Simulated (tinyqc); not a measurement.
Insulator thickness and V0 from two charges.

Problem. In an undoped wire Vg - V0 = Q/Cox + Vt ln(Q/Q0) + Vt ln(1 + Q/Q0) at the source, with Q0 = 4 eps0 eps_r Vt/R and Cox = eps0 eox/(R ln(1 + tox/R)). Find Cox, tox and V0.

Inputs (values chosen for the exercise); material values close to those of silicon:
- T = 300 K (temperature)
- eps_r = 11.5 (relative permittivity of the semiconductor)
- eox = 3.74 (relative permittivity of the gate insulator)
- R = 4 nm (wire radius)

Constants: q = 1.602176634e-19 C, kB = 1.380649e-23 J/K, Vt = kB T/q, eps0 = 8.8541878128e-14 F/cm where lengths are in cm. Results are converted to the units shown.

Qs at Vg = 0.92 and 1.32 V (nC/cm^2): 446.19006  1062.4467

Answer. The two equations are linear in 1/Cox and V0; tox follows by inverting the logarithm.

Cox = 1.705 uF/cm^2
tox = 2.500 nm
V0 = 0.6191 V

tinyqc, about 0.02 s, one thread, Intel Xeon 2.30GHz (shared host): `OMP_NUM_THREADS=1 python tinyqc.py 2460024 2460025 out.jsonl`
